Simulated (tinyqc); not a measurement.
Gated graphene: carriers, quantum capacitance and optical conductivity, step by step. Values are carried at full precision from step to step, so a last printed digit may differ when a step is redone from the rounded ones.

Cones E = +/- hv |k|, four flavours, D(E) = 2|E|/(pi hv^2). n = (2/pi)(kT/hv)^2 F_1(mu/kT), p = (2/pi)(kT/hv)^2 F_1(-mu/kT), in 1/angstrom^2 (1e16 for 1/cm^2); F_1(eta) = integral_0^infinity x dx/(1 + exp(x - eta)). Cq/e^2 = d(n - p)/d mu = (2 kT/(pi hv^2)) ln(2 + 2 cosh(mu/kT)).

Gate: V = mu/e + e (n - p)/Cox with Cox/e^2 = k/(4 pi e2 t), t in angstrom, e2 = e^2/(4 pi eps0); 1/(eV angstrom^2) in C/e^2 equals 1602.176634 microfarad/cm^2; total 1/C = 1/Cox + 1/Cq.

Constants: kB = 8.617333262e-05 eV/K; e^2/(4 pi eps0) = 14.39964547 eV angstrom; fine-structure constant alpha = 0.007297352564.

Values chosen for the exercise (Fermi velocity near that of graphene, gate dielectric near HfO2; the results hold for these values, not for the real material):
- hv = 6.7 eV angstrom (hbar vF)
- T = 300 K
- k = 17.13 (dielectric constant of the gate layer)
- t = 5 nm (its thickness)
- V = -0.59 V (gate voltage from the neutrality point)
- E = 0.41 eV (photon energy)
- Gm = 2 meV (intraband damping)

## Chemical potential at the gate voltage

Solve the gate equation for mu.

Cox = 3.033 microfarad/cm^2
mu = -0.2826 eV
n = 1.69e+06 1/cm^2
p = 5.82e+12 1/cm^2

mu takes 47.9 % of the gate voltage; the zero-temperature rule |mu| = hv sqrt(pi |n - p|) gives 0.2865 eV.

## Quantum capacitance

1/(eV angstrom^2) in C/e^2 equals 1602.176634 microfarad/cm^2; 1/C = 1/Cox + 1/Cq.

Cq = 6.422 microfarad/cm^2
C = 2.060 microfarad/cm^2
Cq at mu = 0 = 0.8143 microfarad/cm^2

C is 0.679 of Cox.

## Optical conductivity at one energy

Conductivity over sigma0 = e^2/(4 hbar): interband Re = sinh(E/2kT)/(cosh(mu/kT) + cosh(E/2kT)); intraband Re = (8 kT/pi) ln(2 cosh(mu/2kT)) Gm/(E^2 + Gm^2). A free sheet absorbs about pi alpha_f Re(sigma/sigma0), alpha_f the fine-structure constant (alpha among the constants).

Evaluate both parts and the absorption.

interband = 0.0473
intraband = 0.0043
absorption = 0.118 %

E is below 2|mu| = 0.5652 eV; at this temperature interband transitions are mostly Pauli blocked; the universal value is pi alpha_f = 2.293 %.

## Checks

- Cq/e^2 against the finite difference of n - p (1/(eV angstrom^2)): both 0.004008.

tinyqc: `OMP_NUM_THREADS=1 python tinyqc.py 1681035 1681036 out.jsonl`; about 0.01 s, one thread, shared Intel(R) Xeon(R) Processor @ 2.30GHz.
